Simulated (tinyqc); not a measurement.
Wafer bonding and layer transfer: bond energy, gap closing, particles, bonding of dissimilar wafers and hydrogen blisters: one step, computed by the program tinyqc. Command: `OMP_NUM_THREADS=1 python tinyqc.py 3022001 3022002 out.jsonl bond walk`. One thread of a shared host (Intel(R) Xeon(R) Processor @ 2.30GHz), about 0.01 s of CPU time with the checks.

gamma is the energy per area of each of the two surfaces; plates are isotropic, and both wafers have E1 and t1.

Question. Bond energy from the blade test. Two cantilevers opened by t_b: gamma = 3 t_b^2 E1 t1^3 E2 t2^3/(16 L^4 (E1 t1^3 + E2 t2^3)).

Inputs (values chosen for the exercise, for model wafers):
```
quantity             value        unit
Young's modulus E1     133         GPa
thickness t1           775  micrometre
blade thickness t_b    230  micrometre
crack length L          45          mm
```

Pair: two equal wafers.

Give: bond energy gamma.

Answer.

bond energy gamma = 0.07487 J/m^2

An error of 5 % in L changes gamma by about 20 %. This is the level of van der Waals or hydrogen bonds, as after contact at room temperature.
